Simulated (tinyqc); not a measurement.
Standing waves and exposure in a photoresist film: sweeps and comparisons. A value that a table varies takes the place of the one given here.

Normal incidence from air. Unexposed resist: N1 = n1 + i k1 with k1 = (A + B) lam/(4 pi), lam in micrometres. r01 = (1 - N1)/(1 + N1), t01 = 2/(1 + N1). Substrate Ns = ns + i ks: r12 = (N1 - Ns)/(N1 + Ns). With p = exp(2 pi i N1 d/lam), the field at depth z is E(z) = t01 [exp(2 pi i N1 z/lam) + r12 p^2 exp(-2 pi i N1 z/lam)]/(1 + r01 r12 p^2), the relative intensity I(z) = n1 |E(z)|^2 and the reflectance R = |(r01 + r12 p^2)/(1 + r01 r12 p^2)|^2.

Values chosen for the exercise (a resist on Al, indices near tabulated ones; shifted at random, so the results belong to these values and not to a real crystal):
- lam = 365 nm (vacuum wavelength)
- n1 = 1.703 (resist index)
- A = 0.35 1/micrometre (bleachable absorption (Dill A))
- B = 0.08 1/micrometre (fixed absorption (Dill B))
- d = 697 nm (resist thickness)
- ns = 0.409 (substrate n)
- ks = 4.526 (substrate k)

## Swing of the coupled dose with resist thickness

The mean of I is taken over 800 depths; the relative dose to clear is taken as 1/(mean of I over the lowest period, 60 depths), scaled to 1 in the first row.

Swing:

| d (nm) | R | mean I | relative dose |
|---|---|---|---|
| 697.0 | 0.3650 | 1.7855 | 1.000 |
| 714.9 | 0.5533 | 1.2308 | 1.461 |
| 732.7 | 0.6369 | 0.9776 | 1.812 |
| 750.6 | 0.6152 | 1.0118 | 1.715 |
| 768.4 | 0.4749 | 1.3523 | 1.276 |
| 786.3 | 0.2650 | 1.8602 | 0.942 |
| 804.2 | 0.3221 | 1.6878 | 1.060 |
| 822.0 | 0.5152 | 1.1855 | 1.519 |
| 839.9 | 0.6038 | 0.9494 | 1.873 |
| 857.7 | 0.5812 | 0.9832 | 1.777 |
| 875.6 | 0.4354 | 1.3011 | 1.337 |
| 893.5 | 0.2256 | 1.7565 | 1.004 |
| 911.3 | 0.2833 | 1.6017 | 1.121 |

The period is 107.2 nm, six rows. The relative dose swings between 0.942 and 1.873, a ratio (max - min)/mean of 0.676, against the estimate 4 sqrt(|r01|^2 |r12|^2) exp(-(A + B) d) = 0.723 for the oscillating part alone; the ratio from the table also holds the slow rise from absorption, 12.1 % over two periods, so the two are not strictly comparable. The dose is least sensitive to thickness at an extremum; the lowest dose listed is at 786.3 nm.

## What moves the exposure

The mean of I is over 800 depths. Each row changes one parameter from the base and keeps the others.

Results:

| case | \|r12\|^2 | R | mean I | I at the bottom |
|---|---|---|---|---|
| base | 0.8798 | 0.3650 | 1.7855 | 0.4160 |
| d = 707 nm | 0.8798 | 0.4790 | 1.4490 | 0.3353 |
| n1 = 1.72 | 0.8790 | 0.4495 | 1.5472 | 0.3648 |
| B = 0.28 1/micrometre | 0.8759 | 0.2457 | 1.5273 | 0.3484 |
| ks = 4.073 | 0.8587 | 0.3671 | 1.7269 | 0.4801 |
| ns = 0.45 | 0.8696 | 0.3590 | 1.7751 | 0.4126 |

The largest shifts from the base row, up to three for each result and ties (the steps differ in size, so this ranks the rows, not the parameters). |r12|^2: ks -0.0211, ns -0.0102, B -0.0039; unchanged at the printed digits by d. R: B -0.1193, d +0.1140, n1 +0.0846. mean I: d -0.3366, B -0.2583, n1 -0.2383. I at the bottom: d -0.0807, B -0.0676, ks +0.0641.

tinyqc: `OMP_NUM_THREADS=1 python tinyqc.py 1651406 1651407 out.jsonl`; about 0.01 s, one thread, shared Intel(R) Xeon(R) Processor @ 2.30GHz.
